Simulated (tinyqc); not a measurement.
# One-dimensional ballistic tunnel FET, two-band WKB: effect of the source degeneracy

A p-type source for x < 0 with its Fermi level at 0 and its valence edge at ds; in the channel the bands fall as D exp(-x/lam) towards their flat values, with the conduction edge at Ec = ds - dP and D = dP + Eg. The gate moves dP one to one. The drain Fermi level lies at -Vd and the drain side reflects nothing. For w = E - Ec between 0 and dP an electron crosses the gap. Two-band dispersion with equal masses m: inside the gap kappa = sqrt(m u (1 - u/Eg)/C), u the distance from a band edge, C = hbar^2/(2 m0).

S(w) = 2 lam int_0^Eg kappa(u) du/(w + Eg - u) = 2 pi lam sqrt(m/(C Eg)) [w + Eg/2 - sqrt(w (w + Eg))], T(w) = exp(-S). I = g (2 q^2/h) int_0^dP T(w) [f(E) - f(E + Vd)] dw, E = ds - dP + w, f(x) = 1/(1 + exp(x/Vt)). Swing = d(dP)/d(log10 I).

Values chosen for this exercise; band and dielectric values close to those of germanium: temperature T = 300 K; band gap Eg = 0.655 eV; band-edge mass of the two-band model m = 0.049 m0; screening length of the source junction lam = 3.9 nm; drain bias Vd = 0.5 V; number of degenerate subbands (spin apart) g = 2; tunnelling window Ev(source) - Ec(channel) dP = 0.18 eV.

Constants: q = 1.602176634e-19 C, kB = 1.380649e-23 J/K, hbar = 1.054571817e-34 J s, h = 6.62607015e-34 J s, m0 = 9.1093837015e-31 kg, Vt = kB T/q, hbar^2/(2 m0) = 0.0380998212 eV nm^2. Results are converted to the units shown.

Result of one run:

| I (uA) | swing (mV/decade) |
|---|---|
| 0.001367 | 62.11 |

Which source valence edge above the source Fermi level ds gave this result: -0.05, 0, 0.15, 0.2 or 0.3 eV?

ds = 0.2 eV.

The whole series:

| ds (eV) | I (uA) | swing (mV/decade) |
|---|---|---|
| -0.05 | 0.1504 | 141.3 |
| 0 | 0.1243 | 134.7 |
| 0.05 | 0.07153 | 117.2 |
| 0.1 | 0.02772 | 93.74 |
| 0.15 | 0.007355 | 73.27 |
| 0.2 | 0.001367 | 62.11 |
| 0.25 | 2.096e-4 | 59.01 |
| 0.3 | 3.059e-5 | 58.48 |

I falls from 0.150 to 3.06e-5 uA, and the swing falls from 141 to 58.5 mV/decade. Once ds exceeds dP = 0.18 eV the whole window lies above the source Fermi level, in its thermal tail, and I falls with ds. The screening length is held fixed, though doping would change it.

Range of the model: The two-band model describes a direct gap; phonon-assisted tunnelling across an indirect gap is left out.

Computed by the program tinyqc: `OMP_NUM_THREADS=1 python tinyqc.py 2620024 2620025 out.jsonl`, one thread of a shared Intel Xeon 2.30GHz, about 0.01 s for the whole run.
